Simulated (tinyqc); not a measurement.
Four-band model of biased bilayer graphene near K: sweeps and comparisons. A value that a table varies takes the place of the one given here.

Basis A1, B1, A2, B2, with B1 below A2; p = kx + i ky, v_j = (sqrt3/2) a g_j. Diagonal -U/2, -U/2, U/2, U/2; <A1|B1> = <A2|B2> = v0 p*, <B1|A2> = g1, <A1|B2> = v3 p, <A1|A2> = <B1|B2> = -v4 p*.

Values chosen for the exercise (near those used for Bernal bilayer graphene; shifted at random, so the results belong to these values and not to a real crystal):
- a = 2.46 angstrom (lattice constant)
- g0 = 3.19 eV (hopping in a layer)
- g1 = 0.419 eV (hopping of the dimer sites)
- g3 = 0 eV (skew hopping A1-B2)
- g4 = 0 eV (skew hopping A1-A2)
- U = 0.22 eV (potential difference of the layers)
- k = (-0.007, 0.034) 1/angstrom (wave vector from K)

## Gap against bias

Closed form for g3 = g4 = 0: gap U g1/sqrt(U^2 + g1^2), ring radius as (U/2 v0) sqrt((2 g1^2 + U^2)/(g1^2 + U^2)). Last column: lowest band 3 less highest band 2 of the full matrix on a polar grid, |k| = 0 to 0.08 in steps of 0.001 1/angstrom, angles 0, 15, 30, 45, 60 degrees.

Gap:

| U (eV) | gap (eV) | kg (1/angstrom) | gap/U | gap on the grid (eV) |
|---|---|---|---|---|
| 0.02 | 0.0200 | 0.0021 | 0.999 | 0.0200 |
| 0.05 | 0.0496 | 0.0052 | 0.993 | 0.0496 |
| 0.10 | 0.0973 | 0.0103 | 0.973 | 0.0973 |
| 0.15 | 0.1412 | 0.0152 | 0.941 | 0.1412 |
| 0.20 | 0.1805 | 0.0198 | 0.902 | 0.1805 |
| 0.30 | 0.2439 | 0.0284 | 0.813 | 0.2440 |
| 0.40 | 0.2893 | 0.0363 | 0.723 | 0.2894 |
| 0.60 | 0.3435 | 0.0509 | 0.573 | 0.3435 |

The gap follows U while U << g1 (ratio 0.993 at 0.05 eV) and bends towards g1 = 0.419 eV, reaching 0.344 eV at 0.6. Grid and formula agree within 0.04 meV. U is the screened difference, smaller than the applied field times the layer distance.

## From parabola to cone

U = 0, along kx. Parabola: v0^2 k^2/g1. Hyperbola: sqrt(g1^2/4 + v0^2 k^2) - g1/2. Then bands 3 and 2 of the full matrix for +kx and band 3 for -kx.

Energies (eV):

| k (1/angstrom) | parabola | hyperbola | band 3, +kx | band 2, +kx | band 3, -kx |
|---|---|---|---|---|---|
| 0.002 | 0.0004 | 0.0004 | 0.0004 | -0.0004 | 0.0004 |
| 0.005 | 0.0028 | 0.0027 | 0.0027 | -0.0027 | 0.0027 |
| 0.010 | 0.0110 | 0.0107 | 0.0107 | -0.0107 | 0.0107 |
| 0.020 | 0.0441 | 0.0402 | 0.0402 | -0.0402 | 0.0402 |
| 0.030 | 0.0992 | 0.0828 | 0.0828 | -0.0828 | 0.0828 |
| 0.050 | 0.2756 | 0.1897 | 0.1897 | -0.1897 | 0.1897 |
| 0.080 | 0.7055 | 0.3732 | 0.3732 | -0.3732 | 0.3732 |
| 0.120 | 1.5873 | 0.6325 | 0.6325 | -0.6325 | 0.6325 |

The parabola is 3 % above the hyperbola at 0.01 and a factor 2.51 at 0.12 1/angstrom, where the slope nears v0. With g3 = g4 = 0 the hyperbola is exact, the bands are isotropic and mirror images.

## What each parameter does

The four levels at k. Each row changes one parameter from the base and keeps the others.

Results:

| case | band 1 (eV) | band 2 (eV) | band 3 (eV) | band 4 (eV) |
|---|---|---|---|---|
| base | -0.5455 | -0.1163 | 0.1163 | 0.5455 |
| g0 = 3.349 eV | -0.5547 | -0.1216 | 0.1216 | 0.5547 |
| g1 = 0.4609 eV | -0.5784 | -0.1156 | 0.1156 | 0.5784 |
| g3 = 0.1 eV | -0.5461 | -0.1134 | 0.1134 | 0.5461 |
| g4 = 0.05 eV | -0.5481 | -0.1137 | 0.1188 | 0.5429 |
| U = 0.27 eV | -0.5553 | -0.1221 | 0.1221 | 0.5553 |

The largest shifts from the base row, up to three for each result and ties (the steps differ in size, so this ranks the rows, not the parameters). band 1 (eV): g1 -0.0329, U -0.0099, g0 -0.0092. band 2 (eV): U -0.0059, g0 -0.0053, g3 +0.0029. band 3 (eV): U +0.0059, g0 +0.0053, g3 -0.0029. band 4 (eV): g1 +0.0329, U +0.0099, g0 +0.0092. Only g4 breaks the mirror symmetry between the upper and lower bands.

Run: tinyqc, `OMP_NUM_THREADS=1 python tinyqc.py 1451542 1451543 out.jsonl`; Intel(R) Xeon(R) Processor @ 2.30GHz, one thread, shared host; about 0.04 s of CPU time with all checks.
